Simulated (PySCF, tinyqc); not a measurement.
Coupled-perturbed Hartree-Fock on RHF in the sto-6g basis, for BeH+, spin multiplicity 1, step by step. The lowest restricted solution is unstable here: a spin-polarised one lies 0.0199 hartree lower (PySCF). One step of it, computed by the program tinyqc.

Question. Integrals over molecular orbitals. (pq|rs) = sum C_ip C_jq C_kr C_ls (ij|kl), one index at a time.

coefficients C:
```
               MO1        MO2        MO3       MO4        MO5        MO6
1Be 1s    0.995754  -0.194652  -0.188408  0.000000   0.000000  -0.084492
1Be 2s    0.016275   0.689037   0.723758  0.000000   0.000000   0.382535
1Be 2px   0.000000   0.000000   0.000000  0.346268   0.938135   0.000000
1Be 2py   0.000000   0.000000   0.000000  0.938135  -0.346268   0.000000
1Be 2pz  -0.002382   0.241039  -0.556092  0.000000   0.000000   0.867809
2H 1s    -0.001397   0.505926  -0.442099  0.000000   0.000000  -0.860371
```

core Hamiltonian H = T + V (hartree):
```
            1Be 1s     1Be 2s    1Be 2px    1Be 2py    1Be 2pz      2H 1s
1Be 1s   -8.213705  -1.926308   0.000000   0.000000  -0.008709  -0.131224
1Be 2s   -1.926308  -2.345035   0.000000   0.000000  -0.085286  -0.518360
1Be 2px   0.000000   0.000000  -1.884880   0.000000   0.000000   0.000000
1Be 2py   0.000000   0.000000   0.000000  -1.884880   0.000000   0.000000
1Be 2pz  -0.008709  -0.085286   0.000000   0.000000  -1.941600  -0.635146
2H 1s    -0.131224  -0.518360   0.000000   0.000000  -0.635146  -1.541136
```

Two-electron integrals (ij|kl) in chemists' order, unique and non-zero (hartree):
```
(11|11) 2.299996   (21|11) 0.361879   (21|21) 0.071926   (22|11) 0.570332
(22|21) 0.139654   (22|22) 0.417773   (31|31) 0.015252   (32|31) 0.022555
(32|32) 0.092340   (33|11) 0.570332   (33|21) 0.139654   (33|22) 0.417773
(33|33) 0.450117   (41|41) 0.015252   (42|41) 0.022555   (42|42) 0.092340
(43|43) 0.024258   (44|11) 0.570332   (44|21) 0.139654   (44|22) 0.417773
(44|33) 0.401601   (44|44) 0.450117   (51|51) 0.015252   (52|51) 0.022555
(52|52) 0.092340   (53|53) 0.024258   (54|54) 0.024258   (55|11) 0.570332
(55|21) 0.139654   (55|22) 0.417773   (55|33) 0.401601   (55|44) 0.401601
(55|55) 0.450117   (61|11) 0.024578   (61|21) 0.004768   (61|22) 0.009306
(61|33) 0.009228   (61|44) 0.009228   (61|51) 0.000479   (61|52) 0.000954
(61|55) 0.009460   (61|61) 0.000335   (62|11) 0.092339   (62|21) 0.023168
(62|22) 0.079909   (62|33) 0.076602   (62|44) 0.076602   (62|51) 0.003080
(62|52) 0.021124   (62|55) 0.086523   (62|61) 0.001723   (62|62) 0.027627
(63|31) 0.001738   (63|32) 0.008942   (63|53) 0.003225   (63|63) 0.001896
(64|41) 0.001738   (64|42) 0.008942   (64|54) 0.003225   (64|64) 0.001896
(65|11) 0.111683   (65|21) 0.028268   (65|22) 0.101110   (65|33) 0.095410
(65|44) 0.095410   (65|51) 0.004874   (65|52) 0.032697   (65|55) 0.112508
(65|61) 0.002170   (65|62) 0.039122   (65|65) 0.056277   (66|11) 0.267494
(66|21) 0.068114   (66|22) 0.261744   (66|33) 0.245619   (66|44) 0.245619
(66|51) 0.008624   (66|52) 0.079891   (66|55) 0.293991   (66|61) 0.005111
(66|62) 0.125972   (66|65) 0.186716   (66|66) 0.774999
```

Give: one-electron integrals over orbitals h = C^T H C; Two-electron integrals over orbitals.

Answer.

one-electron integrals over orbitals h = C^T H C (hartree):
```
        1       2       3       4       5       6
1  -8.207   0.181   0.194   0.000   0.000   0.058
2   0.181  -1.933  -0.111   0.000   0.000  -0.247
3   0.194  -0.111  -1.832   0.000   0.000   0.117
4   0.000   0.000   0.000  -1.885   0.000   0.000
5   0.000   0.000   0.000   0.000  -1.885   0.000
6   0.058  -0.247   0.117   0.000   0.000  -1.665
```

Two-electron integrals over orbitals (pq|rs), unique and non-zero (hartree):
```
(11|11) 2.285       (21|11) -0.179      (21|21) 0.024       (22|11) 0.449
(22|21) -2.22e-03   (22|22) 0.435       (31|11) -0.175      (31|21) 0.020
(31|22) -0.013      (31|31) 0.027       (32|11) 0.097       (32|21) -0.006
(32|22) -0.062      (32|31) 8.67e-04    (32|32) 0.076       (33|11) 0.510
(33|21) -0.010      (33|22) 0.332       (33|31) 1.35e-03    (33|32) 0.027
(33|33) 0.410       (41|41) 0.016       (42|41) 0.014       (42|42) 0.047
(43|41) 0.014       (43|42) 0.036       (43|43) 0.047       (44|11) 0.570
(44|21) -0.006      (44|22) 0.344       (44|31) -0.006      (44|32) 0.050
(44|33) 0.373       (44|44) 0.450       (51|51) 0.016       (52|51) 0.014
(52|52) 0.047       (53|51) 0.014       (53|52) 0.036       (53|53) 0.047
(54|54) 0.024       (55|11) 0.570       (55|21) -0.006      (55|22) 0.344
(55|31) -0.006      (55|32) 0.050       (55|33) 0.373       (55|44) 0.402
(55|55) 0.450       (61|11) -0.075      (61|21) 0.013       (61|22) 0.008
(61|31) 1.86e-03    (61|32) -0.008      (61|33) -0.014      (61|44) -1.85e-03
(61|55) -1.85e-03   (61|61) 0.015       (62|11) 0.135       (62|21) -1.01e-03
(62|22) -0.010      (62|31) -0.009      (62|32) 0.059       (62|33) -2.59e-03
(62|44) 0.071       (62|55) 0.071       (62|61) 0.006       (62|62) 0.114
(63|11) -0.085      (63|21) 3.06e-03    (63|22) 0.057       (63|31) -0.005
(63|32) -0.073      (63|33) -0.042      (63|44) -0.044      (63|55) -0.044
(63|61) 0.008       (63|62) -0.063      (63|63) 0.090       (64|41) 0.006
(64|42) 0.023       (64|43) 0.005       (64|64) 0.021       (65|51) 0.006
(65|52) 0.023       (65|53) 0.005       (65|65) 0.021       (66|11) 0.480
(66|21) -2.26e-03   (66|22) 0.441       (66|31) -0.011      (66|32) -0.064
(66|33) 0.361       (66|44) 0.349       (66|55) 0.349       (66|61) 0.007
(66|62) -0.029      (66|63) 0.056       (66|66) 0.473
```
